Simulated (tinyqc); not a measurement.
# Inputs raised by 2 %, one at a time

Model: dopants and charged point defects at anneal temperature: Fermi-level effect, clustering and pairing. Computed by tinyqc, a small Python program. Command: `OMP_NUM_THREADS=1 python tinyqc.py 3017649 3017650 out.jsonl pairing sens`. One thread of a shared host (Intel(R) Xeon(R) Processor @ 2.30GHz), about 0.05 s of CPU time with the checks.

Boltzmann statistics and full ionisation of active dopants. Energies are counted from the valence band; the defect (a vacancy or self-interstitial) has five charge states, with all degeneracy factors one.

Inputs (values chosen for the exercise, with bands modelled on InP):
```
quantity                                         value    unit
gap at 0 K E_g0                                   1.42      eV
Varshni alpha                                 0.000369    eV/K
Varshni beta                                       158       K
electron mass m_e                               0.0765     m_0
valleys M_c                                          1       -
hole mass m_h                                      0.6     m_0
anneal temperature T                               900       K
total dopant density N                           3e+19   cm^-3
formation enthalpy of the neutral defect H_f      2.46      eV
formation entropy S_f                                3     k_B
site density N_s                               3.3e+22   cm^-3
intrinsic dopant diffusivity D_i                 8e-14  cm^2/s
anneal time t                                       20       s
dopant atoms per cluster k                           3       -
cluster binding energy E_b                        1.54      eV
```

Dopant: acceptor. Second part: clustering of the dopant.

defect levels as fractions of E_g(T): (2+/+), (+/0), (0/-), (-/2-): 0.075  0.14  0.56  0.84

Constants: m_0 = 9.1093837015e-31 kg; k_B = 1.380649e-23 J/K; h = 6.62607015e-34 J s; k_B = 8.617333262e-05 eV/K.

Method:
- E_g = E_g0 - alpha T^2/(T + beta).
- N_c = 2 M_c (2 pi m_e k_B T/h^2)^(3/2) and N_v = 2 (2 pi m_h k_B T/h^2)^(3/2), masses in units of m_0.
- n_i = sqrt(N_c N_v) exp(-E_g/2 k_B T); E_i = E_g/2 + (k_B T/2) ln(N_v/N_c).
- p = A/2 + sqrt(A^2/4 + n_i^2) for an active density A.
- k ionised dopants and k carriers form one neutral cluster: C = N_s (A/N_s)^k (p/N_b)^k exp(E_b/k_B T), N_b the effective density of states of the majority band, and N = A + k C (60 bisections in ln A between ln N - 90 and ln N).
- chi = n/n_i (for acceptors n_i/p); E_F = E_i + k_B T ln chi; field enhancement h = 1 + A/sqrt(A^2 + 4 n_i^2).
- C_0 = N_s exp(S_f/k_B) exp(-H_f/k_B T). Ratios to the neutral state at E_F = E_i: r_+ = exp((E(+/0) - E_i)/k_B T), r_2+ = r_+ exp((E(2+/+) - E_i)/k_B T), r_- = exp((E_i - E(0/-))/k_B T), r_2- = r_- exp((E_i - E(-/2-))/k_B T); at other E_F state q scales as chi^(-q). The enhancement is sum r_q chi^(-q)/sum r_q. The charge on the defects is left out of neutrality.
- If every charge state of the defect carries the dopant equally well, D = D_i x enhancement x h x (active share A/N, a rough stand-in that overstates the dA/dN which immobile clusters call for), D_i being an input held fixed when T or H_f is moved; diffusion length 2 sqrt(D t).

Runs; columns: (1) input moved; (2) from; (3) to; (4) active density A (cm^-3); (5) enhancement over intrinsic; (6) diffusion length (nm); (7) all defects, doped (cm^-3):
```
(1)                                                  (2)       (3)        (4)    (5)    (6)        (7)
base run                                               -         -  1.227e+19  1.177  24.82  3.934e+10
total dopant density N (cm^-3)                     3e+19  3.06e+19  1.233e+19  1.182  24.69  3.953e+10
cluster binding energy E_b (eV)                     1.54    1.5708  1.156e+19  1.110  23.40  3.712e+10
formation enthalpy of the neutral defect H_f (eV)   2.46    2.5092  1.227e+19  1.177  24.82  2.086e+10
gap at 0 K E_g0 (eV)                                1.42    1.4484  1.227e+19  1.251  25.59  4.113e+10
intrinsic dopant diffusivity D_i (cm^2/s)          8e-14  8.16e-14  1.227e+19  1.177  25.06  3.934e+10
anneal time t (s)                                     20      20.4  1.227e+19  1.177  25.06  3.934e+10
```

Exponents ln(y'/y) / ln(x'/x):
```
input                                         active density A  enhancement over intrinsic  diffusion length  all defects, doped
total dopant density N                                   0.252                       0.249            -0.250               0.249
cluster binding energy E_b                              -3.012                      -2.925            -2.969              -2.925
formation enthalpy of the neutral defect H_f             0.000                       0.000             0.000             -32.035
gap at 0 K E_g0                                          0.000                       3.113             1.556               2.251
intrinsic dopant diffusivity D_i                         0.000                       0.000             0.500               0.000
anneal time t                                            0.000                       0.000             0.500               0.000
```

Which inputs matter most for each result?

Among the inputs moved here: active density A answers most in size to cluster binding energy E_b (exponent -3.012), next to total dopant density N (+0.252); its exponent is below 0.0005 for formation enthalpy of the neutral defect H_f, gap at 0 K E_g0, intrinsic dopant diffusivity D_i, anneal time t. Enhancement over intrinsic answers most in size to gap at 0 K E_g0 (exponent +3.113), next to cluster binding energy E_b (-2.925); its exponent is below 0.0005 for formation enthalpy of the neutral defect H_f, intrinsic dopant diffusivity D_i, anneal time t. Diffusion length answers most in size to cluster binding energy E_b (exponent -2.969), next to gap at 0 K E_g0 (+1.556); its exponent is below 0.0005 for formation enthalpy of the neutral defect H_f. Its exponent +0.500 in intrinsic dopant diffusivity D_i: diffusion, sqrt(D t). Its exponent +0.500 in anneal time t: diffusion, sqrt(D t). all defects, doped answers most in size to formation enthalpy of the neutral defect H_f (exponent -32.035), next to cluster binding energy E_b (-2.925); its exponent is below 0.0005 for intrinsic dopant diffusivity D_i, anneal time t.
